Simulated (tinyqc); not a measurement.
Carrier lifetime of a p-type layer with SRH, radiative, Auger and surface recombination: two steps of the calculation.

Uniform excess density dn = dp (no trapping), n = n0 + dn, p = p0 + dn, Boltzmann statistics, full ionisation. Surfaces enter as a rate 2 S dn/d, which holds while diffusion to them is fast.

Inputs (values chosen for the exercise); band and dielectric values those of a made-up semiconductor:
```
symbol,value,unit,meaning
T,250,K,temperature
B,4.27e-15,cm^3/s,radiative coefficient
Cn,1.4e-31,cm^6/s,Auger coefficient (two electrons)
Cp,2.9e-32,cm^6/s,Auger coefficient (two holes)
S,3,cm/s,surface recombination velocity (both faces)
d,2,um,sample thickness
G,6.5e20,cm^-3 s^-1,generation rate
```

Constants: q = 1.602176634e-19 C, kB = 1.380649e-23 J/K, Vt = kB T/q. Results are converted to the units shown.

Question 1. New dn. With e = n p - ni^2 = dn (n0 + p0 + dn): U_SRH = e/(tp0 (n + n1) + tn0 (p + p1)), U_rad = B e, U_Aug = (Cn n + Cp p) e, U_s = 2 S dn/d. Newton step on ln U(ln dn) = ln G, U the sum: k = d ln U/d ln dn (central difference over factors 1.0001), dn(new) = dn (G/U)^(1/k).

dn after iteration 1 = 1.7423466e16 cm^-3
n0 = 4.3447454e-7 cm^-3
p0 = 3.6e17 cm^-3
n1 = 0.016335892 cm^-3
p1 = 9.5746735e12 cm^-3
tn0 = 6.9444444e-4 s
tp0 = 0.0013888889 s

Wanted: U_SRH; U_rad; U_Aug; U_s; k; dn after iteration 2.

Answer 1.

U_SRH = 2.2969e19 cm^-3 s^-1
U_rad = 2.8080e19 cm^-3 s^-1
U_Aug = 8.8017e19 cm^-3 s^-1
U_s = 5.2270e20 cm^-3 s^-1
k = 1.0346
dn after iteration 2 = 1.7124e16 cm^-3

Question 2. Lifetime, shares and quasi-Fermi splitting. tau = dn/U, shares of U, splitting Vt ln(n p/ni^2), radiative efficiency U_rad/U.

converged dn = 1.7123765e16 cm^-3
ni = 3.9548810e5 cm^-3
n0 = 4.3447454e-7 cm^-3
p0 = 3.6e17 cm^-3
n1 = 0.016335892 cm^-3
p1 = 9.5746735e12 cm^-3
tn0 = 6.9444444e-4 s
tp0 = 0.0013888889 s

Find: tau; shares; quasi-Fermi splitting.

Answer 2.

tau = 2.6344e-5 s
shares (%): SRH 3.478, radiative 4.242, Auger 13.247, surface 79.033
quasi-Fermi splitting = 1.1219 V

Surface recombination takes the largest share. dn is 0.048 times the doping: low injection.

Program tinyqc, `OMP_NUM_THREADS=1 python tinyqc.py 2300111 2300112 out.jsonl`; Intel Xeon 2.30GHz, shared host, one thread, about 0.01 s.
